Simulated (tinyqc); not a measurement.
# Effective-mass impurity with a central-cell term, in a basis of Slater functions, step by step

A worked calculation. Computed by tinyqc, a small Python program that keeps every step. Command: `OMP_NUM_THREADS=1 python tinyqc.py 3000460 3000461 out.jsonl centralcell walk`. One thread of a shared host (Intel(R) Xeon(R) Processor @ 2.30GHz), about 0.01 s of CPU time with the checks. Intermediate numbers are printed to about 6 digits and carried at full precision; extremes and crossings named in words are read from the listed rows.

The envelope obeys H = -nabla^2 - (2/r) [Z + A exp(-kappa r)] in effective units, with kappa = a*/lambda; positive A deepens the well near the core.

Inputs (values chosen for the exercise, with screening close to that of GaP):
```
quantity,value,unit
effective mass m,0.544,m_0
dielectric constant eps,10.8,-
charge Z of the core,1,-
central-cell strength A,2.1,-
central-cell range lambda,2,angstrom
basis size n,5,-
smallest exponent zeta_1,0.33,1/a*
ratio beta of exponents,2.8,-
```

Impurity: acceptor, one isotropic band.

Constants: Ry = 13.605693123 eV; a_0 = 0.529177210903 angstrom.

## Effective units

Units: Ry* = Ry m/eps^2 and a* = a_0 eps/m, with m in m_0. kappa = a*/lambda; the hydrogenic ground state is bound by Z^2 Ry*.

Ry* = 63.4559 meV

a* = 10.5057 angstrom

kappa = 5.25286 1/a*

hydrogenic binding energy = 63.4559 meV

## Matrices over the s basis

zeta_i = zeta_1 beta^(i-1), i = 1..n. For s functions exp(-zeta r), with s = zeta_i + zeta_j: S = 2/s^3, T = zeta_i zeta_j S, V = -2 Z/s^2, W = -2 A/(s + kappa)^2; each function is normalised by dividing by sqrt(S_ii S_jj).

exponents (1/a*): [0.33, 0.924, 2.5872, 7.24416, 20.2836]

overlap S, lower triangle (symmetric):
```
,1,2,3,4,5
1,1.00000
2,0.68309,1.00000
3,0.25422,0.68309,1.00000
4,0.06805,0.25422,0.68309,1.00000
5,0.01582,0.06805,0.25422,0.68309,1.00000
```

kinetic T (Ry*), lower triangle (symmetric):
```
,1,2,3,4,5
1,0.1089
2,0.208287,0.853776
3,0.217046,1.63297,6.69360
4,0.162683,1.70164,12.8025,52.4779
5,0.105871,1.27543,13.3408,100.371,411.426
```

Coulomb V (Ry*), lower triangle (symmetric):
```
,1,2,3,4,5
1,-0.66
2,-0.856592,-1.848
3,-0.741606,-2.39846,-5.1744
4,-0.515435,-2.07650,-6.71568,-14.48832
5,-0.326040,-1.44322,-5.81419,-18.8039,-40.5673
```

central cell W (Ry*), lower triangle (symmetric):
```
,1,2,3,4,5
1,-0.0172685
2,-0.0668105,-0.262847
3,-0.198552,-0.808447,-2.67583
4,-0.377408,-1.61521,-5.99088,-16.3880
5,-0.434834,-1.94688,-8.07473,-27.8468,-66.7781
```

## Generalised eigenproblem

(T + V + W) c = E S c with c^T S c = 1 and the largest component positive.

two lowest levels (Ry*): [-1.67054, -0.30502]

coefficients of the lowest state: [-0.127621, 0.680243, 0.469769, 0.012273, 0.002177]

<T> = 3.07722 Ry*

<W> = -1.31488 Ry*

## Converged levels

Large basis: zeta_i = 0.06 x 1.6^(i-1), i = 1..22, same formulas; for p functions r exp(-zeta r): S = 24/s^5, T = zeta_i zeta_j S (centrifugal term included), V = -12 Z/s^4, W = -12 A/(s + kappa)^4; overlap eigenvalues below 1e-11 are dropped. Binding energies are -E Ry*; the effective quantum number is nu = Z/sqrt(-E); |psi(0)|^2 is given relative to the hydrogenic Z^3/(pi a*^3).

1s binding energy = 107.056 meV

2s binding energy = 19.8389 meV

2p binding energy = 15.9104 meV

effective quantum number of 1s = 0.769892

relative |psi(0)|^2 = 8.60213

The central cell moves 1s by +43.601 meV, 2s by +3.975 meV and 2p by +0.0464 meV: p states vanish at the core, so the 2p level gives the hydrogenic scale and 1s the chemical shift. The small basis lies 1.1 meV above the converged 1s level. Caution: the density at the core is many times hydrogenic, so the result hangs on the model potential inside one cell, where the envelope picture is weak.

## Chemical shift by three methods

First order: shift = 8 A Z^3/(2 Z + kappa)^2 Ry*. One exponent: minimise zeta^2 - 2 Z zeta - 8 A zeta^3/(2 zeta + kappa)^2 by golden section on 0.2 to 6 Z. All shifts are the binding beyond Z^2 Ry*.

Shift of the 1s binding energy (meV):
```
A,first order,one exponent,large basis
-2.100,-20.2657,-13.8193,-12.4280
-1.050,-10.1329,-8.1963,-7.7297
0.210,2.0266,2.1287,2.1563
0.525,5.0664,5.7594,5.9503
1.050,10.1329,13.3586,14.2597
2.100,20.2657,38.8950,43.6006
2.620,25.2839,61.0719,68.8757
```

The three columns are ordered, first order <= one exponent <= large basis, since each is a variational bound with more freedom. At the largest attractive A first order gives 37 % and one exponent 89 % of the shift; at the most repulsive A the true shift is -12.428 meV against -20.266. Attraction pulls the envelope in and feeds itself, repulsion pushes it out and saturates.

## Convergence with the basis

The error is the lowest level above the large-basis value.

Error of the 1s level:
```
n,error (meV),largest exponent (1/a*)
1,70.9901,3.30000e-01
2,24.7428,9.24000e-01
3,1.4974,2.58720e+00
4,1.0988,7.24416e+00
5,1.0511,2.02836e+01
6,1.0371,5.67942e+01
7,1.0332,1.59024e+02
8,1.0321,4.45267e+02
```

The error falls from 71.0 to 1.03 meV. The last function changes it by less than 5 %: it has levelled off, and what remains is set by beta and zeta_1, not by the range of exponents.

Checks made by the program: the large basis at A = 0 against Z^2, Z^2/4 and Z^2/4 (relative difference 5e-06).
